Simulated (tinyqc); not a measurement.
Inside a calculation: free and nearly free electrons in a metal. Values are carried at full precision from step to step, so a last printed digit may differ when a step is redone from the rounded ones.

The cubic cell holds 4 atoms: n = 4 z/a^3, kF = (3 pi^2 n)^(1/3), EF = c kF^2/m, vF = 2 c kF/(m hbar), c = hbar^2/2m0; rs = (3/(4 pi n))^(1/3)/a0; D(EF) = 3 n/(2 EF).

Constants: hbar^2/2m0 = 3.80998211 eV angstrom^2; hbar = 6.58211957e-16 eV s; a0 (Bohr radius) = 0.5291772105 angstrom; kB = 8.617333262e-05 eV/K.

Parameters, chosen for this exercise (near those of Co, whose d bands this model ignores; not measured data):
- a = 3.556 angstrom (fcc lattice constant)
- z = 2 (free electrons an atom)
- m = 1 m0 (mass)
- rho = 6.56 micro-ohm cm (bulk resistivity)
- T = 300 K
- V = 0.2 eV (|V_G| for G = (111))
- x = 0.99 (k along G as a share of |G|/2)

## The Fermi sphere

Evaluate the free-electron quantities.

n = 0.17791 1/angstrom^3
kF = 1.7400 1/angstrom
EF = 11.535 eV
vF = 2.014e+06 m/s
rs = 2.084
D(EF) per atom = 0.2601 1/eV

## Relaxation time and mean free path

Drude: 1/rho = n e^2 tau/(m m0) with e = 1.602176634e-19 C and m0 = 9.1093837e-31 kg; mean free path l = vF tau; rho l = hbar kF/(n e^2) = 12 pi^3 hbar/(e^2 S) with S = 4 pi kF^2 does not depend on tau or m.

Use SI units: n in 1/m^3 (1e30 per 1/angstrom^3), rho in ohm m (1e-8 per micro-ohm cm).

tau = 3.04 fs
l = 6.12 nm
rho l = 4.018 1e-16 ohm m^2

Wires lose conductivity to surfaces and grain boundaries, with an excess that scales as rho l over the width and is of the order of rho itself at a width of l = 6 nm. For a transition metal free electrons can miss l and rho l by a factor of two.

## Thermal quantities

gamma = (pi^2/3) kB^2 D(EF) per atom, times 96485.33 x 1e3 for mJ/(mol K^2); mu(T) = EF (1 - (pi kB T/EF)^2/12); Wiedemann-Franz kappa = L0 T/rho with L0 = (pi^2/3) (kB/e)^2, kB/e in V/K.

gamma = 0.613 mJ/(mol K^2)
mu - EF = -0.0477 meV
kappa = 112 W/(m K)

The d states at EF, left out, make the measured gamma larger, several times so for Co.

## The sphere against the zone faces

Take G = (hkl) 2 pi/a for (111), (200) and (220), with the number of equivalent faces. The Bragg plane of G lies at |G|/2 with |G| = (2 pi/a) sqrt(h^2 + k^2 + l^2). Where kF exceeds it, the sphere cuts the plane in a circle of radius sqrt(kF^2 - G^2/4).

Distance and circle for each G:

| G | faces | \|G\|/2 (1/angstrom) | kF/(\|G\|/2) | circle radius |
|---|---|---|---|---|
| (111) | 8 | 1.5302 | 1.1371 | 0.8282 |
| (200) | 6 | 1.7669 | 0.9847 | - |
| (220) | 12 | 2.4988 | 0.6963 | - |

The sphere crosses the (111) faces, so electrons spill into higher zones.

## Two plane waves near the face

Two plane waves k and k - G, G = (111) (2 pi/a): H = [[c k^2/m, V], [V, c (k - G)^2/m]] with c = hbar^2/2m0.

Build H for k along G, diagonalise, and give the weight of the first wave in the lower state and its velocity along G relative to a free electron, (w k + (1 - w)(k - G))/k.

H (eV):
```
        1       2
1  8.7436  0.2000
2  0.2000  9.1005
```

levels (eV): 8.6540  9.1901

w = 0.8329
v/v_free = 0.6623

The splitting is 0.536 eV here and 2V = 0.4 eV on the face, where the normal velocity vanishes. There the lower band lies at 8.721 eV and the upper at 9.121 eV, both below the free EF of 11.535 eV: the face centre is filled in both bands and band 2 holds electrons here, while band 1 may keep holes at the zone corners.

## Checks

- Lower level against the closed form of the 2 x 2 problem (eV): both 8.6540.
- The product rho l against hbar kF/(n e^2) (1e-16 ohm m^2): both 4.018.

Run: tinyqc, `OMP_NUM_THREADS=1 python tinyqc.py 1651390 1651391 out.jsonl`; Intel(R) Xeon(R) Processor @ 2.30GHz, one thread, shared host; about 0.01 s of CPU time with all checks.
